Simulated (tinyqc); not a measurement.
Inside a calculation: phonon-assisted absorption at an indirect gap. Values are carried at full precision from step to step, so a last printed digit may differ when a step is redone from the rounded ones.

alpha(E) = sum_j A_j [N_j (E - Eg + w_j)^2 + (N_j + 1)(E - Eg - w_j)^2], each bracket counted only where its base is positive; N_j = 1/(exp(w_j/kB T) - 1). The first term absorbs a phonon and the second emits one; excitons and direct transitions are left out.

Constants: kB = 8.617333262e-05 eV/K.

Values chosen for the exercise (loosely those of AlAs at room temperature; Eg is not tied to T; not measured data): Eg = 2.167 eV (indirect gap, held fixed unless listed); w = (43.6, 13.7) meV (two zone-edge phonons); A = (3600, 1200) 1/(cm eV^2) (their strengths); T = 300 K; E = 2.386 eV (photon energy); nr = 3.07 (refractive index); d = 140 micrometre (thickness); xj = 0.19 micrometre (dead layer at the surface); W = 0.85 micrometre (depleted width); L = 64 micrometre (minority diffusion length below it).

## The four branches at one energy

Evaluate the occupations and each term.

N_j: [0.2272, 1.431]

terms with phonon absorption (1/cm): [56.41, 92.98]

terms with phonon emission (1/cm): [135.9, 123.0]

alpha = 408.3 1/cm
wavelength hc/E (hc = 1239.841984 eV nm) = 519.6 nm

Phonon absorption supplies 36.6 % of alpha; the depth 1/alpha is 24.5 micrometre.

## What a slab does with it

Slab of thickness d in air, incoherent passes: R = ((nr - 1)/(nr + 1))^2, x = exp(-alpha d); transmitted Tr = (1 - R)^2 x/(1 - R^2 x^2), reflected Rt = R + (1 - R)^2 R x^2/(1 - R^2 x^2), absorbed Ab = (1 - R)(1 - x)/(1 - R x).

d in cm is 1e-4 times the value in micrometres.

R = 0.2587
x = 0.0033
Tr = 0.0018
Rt = 0.2587
Ab = 0.7395

A single pass would absorb (1 - R)(1 - x) = 0.7389; the back face adds 0.0006.

## Quantum efficiency of a diode

Photodiode (Gaertner form with a dead layer): QE = (1 - R) exp(-alpha xj) [1 - exp(-alpha W)/(1 + alpha L)], R = ((nr - 1)/(nr + 1))^2; responsivity = QE/E in A/W for E in eV.

Evaluate the factors; 1 micrometre = 1e-4 cm.

passes the dead layer = 0.9923
collected share = 0.7327
QE = 0.5389
responsivity = 0.2259 A/W

Without diffusion from below the collected share would be 0.0341.

## Checks

- Tr + Rt + Ab against 1: both 1.000000.

tinyqc: `OMP_NUM_THREADS=1 python tinyqc.py 1650099 1650100 out.jsonl`; about 0.01 s, one thread, shared Intel(R) Xeon(R) Processor @ 2.30GHz.
